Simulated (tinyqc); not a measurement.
Worked calculation: carrier statistics of a doped semiconductor with parabolic bands. Values are carried at full precision from step to step, so a last printed digit may differ when a step is redone from the rounded ones.

Constants: kB = 8.617333262e-05 eV/K; hbar^2/2m0 = 3.80998211 eV angstrom^2.

Values chosen for the exercise (near those of GaAs; the results hold for these values, not for the real material):
- Eg0 = 1.518 eV (gap at 0 K)
- al = 0.000546 eV/K (Varshni alpha)
- be = 203 K (Varshni beta)
- T = 350 K
- ml = 0.0667 m0 (longitudinal electron mass)
- mt = 0.0667 m0 (transverse electron mass)
- Mv = 1 (equivalent valleys)
- mhh = 0.497 m0 (heavy-hole mass)
- mlh = 0.0822 m0 (light-hole mass)
- ND = 9.1e+15 1/cm^3 (donors)
- NA = 1.5e+18 1/cm^3 (acceptors)
- ED = 0.00583 eV (donor level below Ec)
- EA = 0.0261 eV (acceptor level above Ev)

## Gap and thermal energy

Eg(T) = Eg0 - al T^2/(T + be) (Varshni).

Eg = 1.39705 eV
kT = 0.030161 eV

The gap has shrunk by 120.9 meV from 0 K and is 46.3 kT wide.

## Effective densities of states

m_de = Mv^(2/3) (ml mt^2)^(1/3); m_dh = (mhh^(3/2) + mlh^(3/2))^(2/3); N = 2 (m kB T/(4 pi c))^(3/2) with c = hbar^2/2m0, in 1/angstrom^3; times 1e24 for 1/cm^3.

m_de = 0.0667 m0
m_dh = 0.5190 m0
Nc = 5.4473e+17 1/cm^3
Nv = 1.1825e+19 1/cm^3

The light holes supply 6.3 % of Nv, and Nc/Nv = 0.0461.

## Intrinsic density and level

With Boltzmann statistics ni = sqrt(Nc Nv) exp(-Eg/2kT) and Ei = Eg/2 + (kT/2) ln(Nv/Nc), counted from Ev.

ni = 2.22e+08 1/cm^3
Ei = 0.7449 eV

Ei lies 46.4 meV above midgap, towards the band with the smaller density of states.

## Neutrality by bisection

Energies are counted from Ev, so Ec = Eg. n = Nc F_1/2((EF - Eg)/kT), p = Nv F_1/2(-EF/kT), ND+ = ND/(1 + 2 exp((EF - Eg + ED)/kT)), NA- = NA/(1 + 4 exp((EA - EF)/kT)); neutrality asks p + ND+ = n + NA-. F_j(eta) = (1/Gamma(j + 1)) integral_0^infinity x^j dx/(1 + exp(x - eta)), which tends to exp(eta) for eta << 0.

Start from the bracket [-0.2 eV, Eg + 0.2 eV]; at the midpoint EF take the sign of p + ND+ - n - NA-; where it is positive EF must rise. Fourteen steps are shown.

Bisection (eV, 1/cm^3):
```
step       low     high       EF         n         p       ND+       NA-  sign
1     -0.20000  1.59705  0.69853  4.76e+07  1.03e+09  9.10e+15  1.50e+18     -
2     -0.20000  0.69853  0.24926      16.2  3.04e+15  9.10e+15  1.50e+18     -
3     -0.20000  0.24926  0.02463   0.00942  4.56e+18  9.10e+15  2.88e+17     +
4      0.02463  0.24926  0.13695     0.390  1.26e+17  9.10e+15  1.36e+18     -
5      0.02463  0.13695  0.08079    0.0607  7.93e+17  9.10e+15  9.08e+17     -
6      0.02463  0.08079  0.05271    0.0239  1.94e+18  9.10e+15  5.65e+17     +
7      0.05271  0.08079  0.06675    0.0381  1.25e+18  9.10e+15  7.36e+17     +
8      0.06675  0.08079  0.07377    0.0481  9.95e+17  9.10e+15  8.23e+17     +
9      0.07377  0.08079  0.07728    0.0540  8.88e+17  9.10e+15  8.66e+17     +
10     0.07728  0.08079  0.07903    0.0572  8.39e+17  9.10e+15  8.87e+17     -
11     0.07728  0.07903  0.07816    0.0556  8.63e+17  9.10e+15  8.76e+17     -
12     0.07728  0.07816  0.07772    0.0548  8.76e+17  9.10e+15  8.71e+17     +
13     0.07772  0.07816  0.07794    0.0552  8.70e+17  9.10e+15  8.74e+17     +
14     0.07794  0.07816  0.07805    0.0554  8.66e+17  9.10e+15  8.75e+17     +
```

Each step halves the bracket, which is 0.219 meV wide at the last row.

## The neutral state

Solve the neutrality condition for EF to convergence.

EF = 0.0781 eV
n = 0.0554 1/cm^3
p = 8.66e+17 1/cm^3
ND+ = 9.10e+15 1/cm^3
NA- = 8.75e+17 1/cm^3

The material is p-type; 58.3 % of the acceptors are ionised. EF lies 2.59 kT inside the gap from the valence edge, so the Fermi integral is needed; n p/(Nc Nv exp(-Eg/kT)) = 0.974.

## Checks

- F_1/2(1) by the trapezoid rule against adaptive quadrature: both 1.575641.
- Positive against negative charge at the solution (1/cm^3): both 8.75051e+17.

Computed by tinyqc, a small Python program: `OMP_NUM_THREADS=1 python tinyqc.py 1650003 1650004 out.jsonl` (the numbers bound the seed that draws the inputs); one thread of a shared host (Intel(R) Xeon(R) Processor @ 2.30GHz), about 0.01 s for the whole set of steps.
